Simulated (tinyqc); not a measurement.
Longitudinal sound in a periodic multilayer: transfer matrices, stop bands and folded phonons: one step, computed by the program tinyqc. Command: `OMP_NUM_THREADS=1 python tinyqc.py 3005614 3005615 out.jsonl multilayer walk`. One thread of a shared host (Intel(R) Xeon(R) Processor @ 2.30GHz), about 0.01 s of CPU time with the checks.

Layers 1 and 2 repeat with period d = d_1 + d_2; waves travel normal to the layers, without loss. State vector (u, s): displacement u and stress divided by omega. Impedances Z = rho v are in 1e6 kg/(m^2 s).

Problem. Impedances, mean velocity and Bragg frequency. Z = rho v; interface reflection r = (Z_2 - Z_1)/(Z_2 + Z_1) (stress amplitude, from 1 into 2); Bragg frequency f_B = 1/[2 (d_1/v_1 + d_2/v_2)]; long-wave velocity v_eff = d/sqrt[(d_1/v_1)^2 + (d_2/v_2)^2 + (Z_1/Z_2 + Z_2/Z_1)(d_1/v_1)(d_2/v_2)].

Inputs (values chosen for the exercise, modelled on gallium arsenide (layer 1), aluminium arsenide (layer 2) and silicon (substrate)):
```
quantity,value,unit
density rho_1,5.25,g/cm^3
velocity v_1,4800,m/s
thickness d_1,5.43,nm
density rho_2,3.75,g/cm^3
velocity v_2,5670,m/s
thickness d_2,6.47,nm
substrate density,2.32,g/cm^3
substrate velocity,8510,m/s
```

Give: Z_1; Z_2; Z of the substrate; interface reflection r; Bragg frequency f_B; long-wave velocity v_eff.

Solution.

Z_1 = 25.2

Z_2 = 21.2625

Z of the substrate = 19.7432

interface reflection r = -0.08475

Bragg frequency f_B = 220.0 GHz

long-wave velocity v_eff = 5218 m/s
